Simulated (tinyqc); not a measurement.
# From failure time at T back to concentration at the source side C0

Model: permeation of metal atoms or ions through a thin barrier or dielectric: time lag, field-aided drift and lifetime. Computed by tinyqc, a small Python program. Command: `OMP_NUM_THREADS=1 python tinyqc.py 3000953 3000954 out.jsonl barrier inv`. One thread of a shared host (Intel(R) Xeon(R) Processor @ 2.30GHz), about 0.05 s of CPU time with the checks.

The film 0 < x < d is empty at first; C = C0 at x = 0 and C = 0 at x = d. dC/dt = D d2C/dx2 - v dC/dx with drift v = D z e V/(k_B T d) (uniform field, no space charge).

Inputs (values chosen for the exercise, for a model case: singly charged ions through a dielectric): thickness d = 89 nm; prefactor D0 = 1.2e-05 cm^2/s; activation energy E = 0.855 eV; charge number z = 1; voltage V (positive drives ions across) = 0.26 V; critical dose Q_c = 9e+09 1/cm^2; test temperature T = 275 C; use temperature T_u = 85 C.

Constants: k_B = 8.617333262e-05 eV/K.

Method:
- D = D0 exp(-E/(k_B T)); time scale d^2/D; Peclet number P = z V/(k_B T), k_B T in eV; 1 nm = 1e-7 cm.
- Temperatures in kelvin are T(C) + 273.15.
- Steady flux J = (D C0/d) P/(1 - exp(-P)); time lag in units of d^2/D: s_L = [P (1 + exp(-P))/(1 - exp(-P)) - 2]/P^2 (P = 0: J = D C0/d, s_L = 1/6).
- Dose through the film Q(s) = C0 d {f (s - s_L) - 2 exp(P/2) sum_(n=1..200) (-1)^n n^2 pi^2 exp(-l_n s)/l_n^2}, l_n = n^2 pi^2 + P^2/4, f = P/(1 - exp(-P)) the relative flux.
- Solve Q = Q_c for s. At the use temperature D and P take T_u, with the same C0 and V; 1 year = 3.15576e7 s.

Question. A run gave the result below. Find the concentration at the source side C0, known to lie between 3.4e+12 and 9.3e+12 1/cm^3.

failure time at T = 12994.64 s

Answer.

Each step takes the trial c = (a f_b - b f_a)/(f_b - f_a), f being the result less the target and a, b, c the logarithms of the listed values; c replaces end b, the old b replaces a if the sign of f changed, and otherwise f_a is halved.

Scan of the range:
```
concentration at the source side C0 (1/cm^3)  failure time at T (s)
3.40e+12                                                    25849.4
4.02e+12                                                    21871.3
4.75e+12                                                    18518.7
5.62e+12                                                    15660.6
6.65e+12                                                    13243.7
7.86e+12                                                    11213.5
9.30e+12                                                     9485.9
```

False position (Illinois rule, in the logarithm of the input) inside the bracket:
```
step        end a        end b        trial  failure time at T (s)
1     6.65000e+12  7.86000e+12  6.78778e+12                12976.0
2     6.65000e+12  6.78778e+12  6.76968e+12                13010.5
3     6.78778e+12  6.76968e+12  6.77801e+12                12994.6
4     6.76968e+12  6.77801e+12  6.77800e+12                12994.6
```

Failure time at T falls at every point of a 13-point scan of the range (every second point is shown), so one value fits; it is bracketed by 6.65e12 and 7.86e12. Answer: concentration at the source side C0 = 6.778e12 1/cm^3.

Caution: grain boundaries, pinholes, trapping and space charge are left out; thin real barriers usually fail at defects.
